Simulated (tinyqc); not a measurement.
From results back to parameters: Franz-Keldysh effect at a direct gap. Four cases, with inputs chosen for the exercise.

Problem. In modulation spectra the extrema of the oscillations lie at E_n = Eg + th (3 pi (n - 1/2)/4)^(2/3) (the phase constant is taken as pi/2 here), with th = (c (e Fd)^2/mr)^(1/3), mr = me mhh/(me + mhh), c = hbar^2/2m0; 1 kV/cm = 1e-5 V/angstrom. Extrema n = 2 and n = 4 are given; Eg and the field are hidden.

Constants: hbar^2/2m0 = 3.80998211 eV angstrom^2.

Find: th; Eg; Fd.

Method. E_n is linear in (3 pi (n - 1/2)/4)^(2/3): the slope is th and the intercept Eg; then e Fd = sqrt(th^3 mr/c).

Case 1.

Values chosen (out of a larger set: near those of InP; not measured data): me = 0.0826 m0 (electron mass); mhh = 0.607 m0 (heavy-hole mass).

E_2 = 1.43783 eV
E_4 = 1.50375 eV

Solution.

th = 37.42 meV
Eg = 1.351 eV
Fd = 1.0e+02 kV/cm

Case 2.

Values chosen (out of a larger set: near those of GaAs; not measured data): me = 0.0651 m0 (electron mass); mhh = 0.497 m0 (heavy-hole mass).

E_2 = 1.47102 eV
E_4 = 1.52115 eV

Solution.

th = 28.46 meV
Eg = 1.405 eV
Fd = 59 kV/cm

Case 3.

Values chosen (out of a larger set: near those of GaAs; not measured data): me = 0.0688 m0 (electron mass); mhh = 0.507 m0 (heavy-hole mass).

E_2 = 1.55991 eV
E_4 = 1.64335 eV

Solution.

th = 47.37 meV
Eg = 1.450 eV
Fd = 1.3e+02 kV/cm

Case 4.

Values chosen (out of a larger set: near those of InGaAs; not measured data): me = 0.0412 m0 (electron mass); mhh = 0.474 m0 (heavy-hole mass).

E_2 = 0.89282 eV
E_4 = 0.98531 eV

Solution.

th = 52.50 meV
Eg = 0.771 eV
Fd = 1.2e+02 kV/cm

Computed by tinyqc, one run a case: `OMP_NUM_THREADS=1 python tinyqc.py N N+1 out.jsonl` with N = 1680358, 1680640, 1680755, 1680915; one thread of a shared Intel(R) Xeon(R) Processor @ 2.30GHz, about 0.01 s a run at most.
